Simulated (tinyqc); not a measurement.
Ways to converge the cycle: SCF convergence aids in the sto-3g basis, for BeH, spin multiplicity 2. Computed by the program tinyqc with PySCF. 

Geometry (angstrom):
```
atom       x       y       z
Be    0.0000  0.0000  0.0000
H     0.0000  0.0000  2.6240
```

lowest solution found by these runs and by PySCF with stability checks = -14.824494 hartree

UHF with one setting changed at a time; a run stops when the energy changes by less than 1e-09 hartree and the error matrix is below 1e-5. The start is random orbitals. Damping d keeps d of the old density; a shift (hartree) raises the virtual levels; DIIS n extrapolates F over n matrices.

Largest element of the error matrix X^T (FDS - SDF) X:
```
iteration    plain  damping 0.3  damping 0.6  shift 0.4   DIIS 3   DIIS 8
1          1.9e+00      1.9e+00      1.9e+00    1.9e+00  1.9e+00  1.9e+00
2          1.2e-01      6.0e-01      1.1e+00    2.3e-01  1.2e-01  1.2e-01
3          3.2e-02      1.9e-01      6.9e-01    1.5e-01  3.2e-02  3.2e-02
4          9.0e-03      6.4e-02      4.3e-01    1.2e-01  7.1e-03  7.1e-03
5          7.1e-03      2.1e-02      2.6e-01    8.6e-02  6.4e-03  6.4e-03
6          6.7e-03      9.9e-03      1.6e-01    6.0e-02  6.5e-03  6.4e-03
8          6.8e-03      7.5e-03      6.1e-02    2.5e-02  1.5e-02  1.4e-02
10         6.9e-03      7.0e-03      2.3e-02    1.1e-02  6.1e-03  5.0e-03
14         6.7e-03      7.0e-03      8.2e-03    7.2e-03  5.6e-03  8.5e-03
20         4.9e-03      6.6e-03      7.1e-03    6.6e-03  5.2e-03  4.9e-03
30         1.8e-03      4.3e-03      6.8e-03    5.7e-03  5.1e-03  4.6e-03
45         8.8e-04      1.4e-03      5.1e-03    3.3e-03  2.5e-06  6.3e-03
60         5.6e-04      9.2e-04      3.0e-03    1.6e-03        -  5.8e-03
```

How each run ends:
```
run          iterations  E (hartree)                                                        state
plain               >60    -14.82443  falls steadily but slowly, by a factor of about 0.97 a step
damping 0.3         >60    -14.82430  falls steadily but slowly, by a factor of about 0.99 a step
damping 0.6         >60    -14.82370  falls steadily but slowly, by a factor of about 0.96 a step
shift 0.4           >60    -14.82385  falls steadily but slowly, by a factor of about 0.95 a step
DIIS 3               45    -14.82449                                                 lowest found
DIIS 8              >60    -14.81612                                      wanders without falling
```

1 of 6 runs reach the lowest solution found, in 45 to 45 iterations (fastest: DIIS 3). Not converged: plain, damping 0.3, damping 0.6, shift 0.4, DIIS 8. DIIS 3 gains by cancelling the error over several earlier matrices, much as a quasi-Newton step does. DIIS minimises the error, not the energy, so it can stall or settle near a saddle, and its small system turns near-singular when few rotations are active.
